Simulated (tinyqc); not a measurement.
# Small-signal admittance of a forward-biased p+-n diode: two studies

Holes injected into a neutral base of width wb with an ohmic contact at its end; low injection, p0 far above the equilibrium density. A small voltage v exp(i w t), w = 2 pi f, modulates the edge density by p0 v/Vt, and the small-signal density obeys Dp d2p/dx2 = (1/tau + i w) p.

Parameters, values chosen for the exercise; permittivity close to that of gallium arsenide:
```
symbol   value      unit                                   meaning
T          300         K                               temperature
eps_r     12.9                               relative permittivity
Nd      5.3e15     cm^-3                 donor density of the base
Dp         5.5    cm^2/s                hole diffusion coefficient
tau       1e-7         s                             hole lifetime
wb          12        um                 width of the neutral base
p0      1.5e14     cm^-3  excess hole density at the junction edge
Na        4e18     cm^-3           acceptor density of the p+ side
Rs       0.014  ohm cm^2                         series resistance
f        2.9e5        Hz                          signal frequency
```

Constants: q = 1.602176634e-19 C, kB = 1.380649e-23 J/K, Vt = kB T/q, eps0 = 8.8541878128e-14 F/cm where lengths are in cm. Results are converted to the units shown.

Each table varies one quantity; the others keep the values above.

## Admittance against frequency

L = sqrt(Dp tau); direct current J = (q Dp p0/L) coth(wb/L); k = sqrt(1 + i w tau)/L; diffusion admittance Y = (q Dp p0/Vt) k coth(k wb) = G + i w C_diff; junction capacitance C_j = sqrt(q eps0 eps_r Nd/(2 Vr)) in the depletion approximation, with the remaining barrier Vr = Vt ln(Na/p0), a rough value under forward bias; base-width modulation is left out. Measured admittance 1/[Rs + 1/(Y + i w C_j)].

The same in every row: C_j (uF/cm^2) = 0.04290.

Results:
```
f (Hz)	w tau	G (S/cm^2)	C_diff (uF/cm^2)	measured G (S/cm^2)	measured C (uF/cm^2)	phase of the measured Y (degrees)
5000	0.003142	7.459	0.2779	6.753	0.2630	0.07010
20000	0.01257	7.459	0.2779	6.753	0.2630	0.2804
4e5	0.2513	7.480	0.2775	6.778	0.2625	5.560
2e6	1.257	7.962	0.2684	7.319	0.2514	23.34
7e6	4.398	11.32	0.2091	10.86	0.1844	36.76
3e7	18.85	21.73	0.1093	21.41	0.08174	35.74
1e8	62.83	38.95	0.06101	37.19	0.03224	28.58
5e8	314.2	86.54	0.02746	60.51	0.004863	14.17
```

Estimate the missing row, f = 90000 Hz.

Computed row:
```
f (Hz)	w tau	G (S/cm^2)	C_diff (uF/cm^2)	measured G (S/cm^2)	measured C (uF/cm^2)	phase of the measured Y (degrees)
90000	0.05655	7.460	0.2779	6.755	0.2630	1.261
```

With this row back in the table: G starts at J/Vt = 7.46 S/cm^2 and C_diff at (J tau/(2 Vt))(1 - 2 x/sinh 2x) = 0.278 uF/cm^2, x = wb/L = 1.62. Between the last two rows G goes as f^(0.50) and C_diff as f^(-0.50); the limits are 1/2 and -1/2, reached when the signal penetrates only sqrt(Dp/w). The measured C is 18 % below C_diff + C_j in the first row and 93 % below it in the last, the difference being due to Rs.

## Effect of the excess hole density at the junction edge

Same model as above.

The same in every row: w tau = 0.1822.

Effect of the excess hole density at the junction edge:
```
p0 (cm^-3)	G (S/cm^2)	C_diff (uF/cm^2)	C_j (uF/cm^2)	measured G (S/cm^2)	measured C (uF/cm^2)	phase of the measured Y (degrees)
5e8	2.490e-5	9.256e-7	0.02868	6.314e-5	0.02868	89.93
5e9	2.490e-4	9.256e-6	0.03025	2.916e-4	0.03026	89.70
5e10	0.002490	9.256e-5	0.03211	0.002538	0.03220	87.52
5e11	0.02490	9.256e-4	0.03435	0.02495	0.03525	68.78
5e12	0.2490	0.009256	0.03715	0.2482	0.04608	18.69
5e13	2.490	0.09256	0.04076	2.407	0.1245	5.384
5e14	24.90	0.9256	0.04569	18.48	0.5339	3.013
```

What does the comparison show?

As p0 goes from 5e8 to 5e14, G rises from 2.49e-5 to 24.9 S/cm^2, C_diff rises from 9.26e-7 to 0.926 uF/cm^2 and the measured C rises from 0.0287 to 0.534 uF/cm^2. C_diff exceeds C_j for p0 = 5e13, 5e14.

Numbers from tinyqc (`OMP_NUM_THREADS=1 python tinyqc.py 2890193 2890194 out.jsonl`; about 0.01 s on one thread of a shared Intel Xeon 2.30GHz).
